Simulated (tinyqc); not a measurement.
Inputs raised by 2 %, one at a time: carrier lifetime from Shockley-Read-Hall, radiative, Auger and surface recombination. Computed by tinyqc, a small Python program. Command: `OMP_NUM_THREADS=1 python tinyqc.py 3024937 3024938 out.jsonl lifetime sens`. One thread of a shared host (Intel(R) Xeon(R) Processor @ 2.30GHz), about 0.02 s of CPU time with the checks.

Energies are counted from the top of the valence band. Boltzmann statistics, full ionisation, and equal excess densities of electrons and holes.

Inputs (values chosen for the exercise, with bands modelled on InP):
```
quantity                          value        unit
gap E_g                            1.34          eV
electron mass m_e                0.0808         m_0
valleys M_c                           1           -
hole mass m_h                     0.604         m_0
temperature T                       300           K
doping N                        4.4e+17       cm^-3
trap level E_t                    0.762          eV
trap density N_t                1.1e+13       cm^-3
electron cross-section sigma_n  1.5e-17        cm^2
hole cross-section sigma_p      4.2e-14        cm^2
radiative coefficient B         2.4e-11      cm^3/s
Auger coefficient C_n           1.1e-31      cm^6/s
Auger coefficient C_p           1.3e-31      cm^6/s
excess density dn               1.3e+15       cm^-3
generation rate G               2.1e+20  cm^-3 s^-1
diffusion coefficient D              17      cm^2/s
surface velocity S                  190        cm/s
thickness W                          13  micrometre
```

Doping: p-type. Surface term: two equal surfaces.

Constants: m_0 = 9.1093837015e-31 kg; k_B = 1.380649e-23 J/K; h = 6.62607015e-34 J s; k_B = 8.617333262e-05 eV/K.

Method:
- N_c = 2 M_c (2 pi m_e k_B T/h^2)^(3/2) and N_v = 2 (2 pi m_h k_B T/h^2)^(3/2), masses in units of m_0.
- n_i = sqrt(N_c N_v) exp(-E_g/2 k_B T); majority density N/2 + sqrt(N^2/4 + n_i^2), minority density n_i^2 over it.
- v = sqrt(3 k_B T/m) with m_e or m_h; tau_n0 = 1/(sigma_n v_n N_t), tau_p0 = 1/(sigma_p v_p N_t); n1 = N_c exp(-(E_g - E_t)/k_B T), p1 = N_v exp(-E_t/k_B T).
- The slowest diffusion mode has x tan x = S W/(2 D) with 0 < x < pi/2 (bisection), and tau_s = W^2/(4 x^2 D). The common approximation is W/(2 S) + W^2/(pi^2 D).
- With n = n_0 + dn, p = p_0 + dn and U/dn = 1/tau: (n p - n_i^2)/dn = n_0 + p_0 + dn = s; 1/tau_SRH = s/[tau_p0 (n + n1) + tau_n0 (p + p1)]; 1/tau_rad = B s; 1/tau_Aug = (C_n n + C_p p) s; the rates add, with 1/tau_s.
- Radiative efficiency = tau_eff/tau_rad; effective diffusion length = sqrt(D tau_eff).
- dn solves dn/tau_eff(dn) = G (60 bisections in ln dn between 1e-2 and 1e22 cm^-3); the splitting of the quasi-Fermi levels is k_B T ln(n p/n_i^2).

Runs; columns: (1) input moved; (2) from; (3) to; (4) effective lifetime at dn (s); (5) tau_SRH at dn (s); (6) quasi-Fermi splitting under G (eV); (7) steady excess density (cm^-3):
```
(1)                                        (2)        (3)        (4)        (5)     (6)        (7)
base run                                     -          -  9.162e-08  1.475e-04  0.9886  1.929e+13
doping N (cm^-3)                       4.4e+17  4.488e+17  8.987e-08  1.475e-04  0.9886  1.893e+13
trap density N_t (cm^-3)               1.1e+13  1.122e+13  9.162e-08  1.446e-04  0.9886  1.929e+13
electron cross-section sigma_n (cm^2)  1.5e-17   1.53e-17  9.162e-08  1.446e-04  0.9886  1.929e+13
Auger coefficient C_p (cm^6/s)         1.3e-31  1.326e-31  9.161e-08  1.475e-04  0.9886  1.929e+13
excess density dn (cm^-3)              1.3e+15  1.326e+15  9.161e-08  1.475e-04  0.9886  1.929e+13
generation rate G (cm^-3 s^-1)         2.1e+20  2.142e+20  9.162e-08  1.475e-04  0.9891  1.968e+13
thickness W (micrometre)                    13      13.26  9.167e-08  1.475e-04  0.9886  1.930e+13
```

Exponents ln(y'/y) / ln(x'/x):
```
input                           effective lifetime at dn  tau_SRH at dn  quasi-Fermi splitting under G  steady excess density
doping N                                          -0.972              0                          0.001                 -0.975
trap density N_t                                  -0.001             -1                          0.000                 -0.001
electron cross-section sigma_n                    -0.001             -1                          0.000                 -0.001
Auger coefficient C_p                             -0.002              0                          0.000                 -0.002
excess density dn                                 -0.003              0                          0.000                  0.000
generation rate G                                  0.000              0                          0.026                  1.000
thickness W                                        0.027              0                          0.001                  0.027
```

To which inputs is each result most sensitive?

Among the inputs moved here: effective lifetime at dn answers most in size to doping N (exponent -0.972), next to thickness W (+0.027); its exponent is below 0.0005 for generation rate G. Its exponent -0.972 in doping N: the exponent of radiative recombination at low injection, tau = 1/(B N), and of SRH recombination limited by re-emission. Its exponent -0.001 in trap density N_t: other channels rule. tau_SRH at dn answers most in size to trap density N_t (exponent -1.000), and about equally to electron cross-section sigma_n (-1.000); its exponent is below 0.0005 for doping N, Auger coefficient C_p, excess density dn, generation rate G, thickness W. Its exponent -1.000 in trap density N_t: both capture times go as 1/N_t. quasi-Fermi splitting under G answers most in size to generation rate G (exponent +0.026); its exponent is below 0.0005 for trap density N_t, electron cross-section sigma_n, Auger coefficient C_p, excess density dn. Steady excess density answers most in size to generation rate G (exponent +1.000), next to doping N (-0.975); its exponent is below 0.0005 for excess density dn. Its exponent +1.000 in generation rate G: the lifetime is constant.

Extremes, crossings and ranges named in words are read from the listed rows.
